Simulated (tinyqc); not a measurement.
One electron in a tunnel-coupled double dot: charge qubit, sensing and quantum capacitance: one step of the calculation.

Basis (left, right), H = [[ep/2, tc], [tc, -ep/2]], splitting Om = sqrt(ep^2 + 4 tc^2), ep = al times the gate voltage. In equilibrium the electron is on the right with the chance P_R = [1 + (ep/Om) tanh(Om/2 kB T)]/2.

Task. Dephasing by charge noise. Noise in ep shifts Om by (ep/Om) d + (2 tc^2/Om^3) d^2. For Gaussian d of deviation se the spread of Om is sqrt[(ep se/Om)^2 + 2 (2 tc^2 se^2/Om^3)^2], and T2* is estimated as sqrt(2) hbar/spread; Om T2*/h counts the oscillations within T2*.

Values chosen for this exercise:
- tc = 21 ueV (tunnel coupling)
- se = 2.1 ueV (deviation of quasi-static detuning noise)
- ep = 26.7 ueV (detuning)

Constants: q = 1.602176634e-19 C, hbar = 1.054571817e-34 J s, h = 6.62607015e-34 J s. Results are converted to the units shown.

Find: first-order spread; second-order spread; T2*; oscillations within T2*.

Result.

first-order spread = 1.127 ueV
second-order spread = 0.04462 ueV
T2* = 0.8256 ns
oscillations within T2* = 9.935

At ep = 0 the first-order term vanishes and T2* would be 12.5 ns.

Program tinyqc, `OMP_NUM_THREADS=1 python tinyqc.py 2470004 2470005 out.jsonl`; Intel Xeon 2.30GHz, shared host, one thread, about 0.01 s.
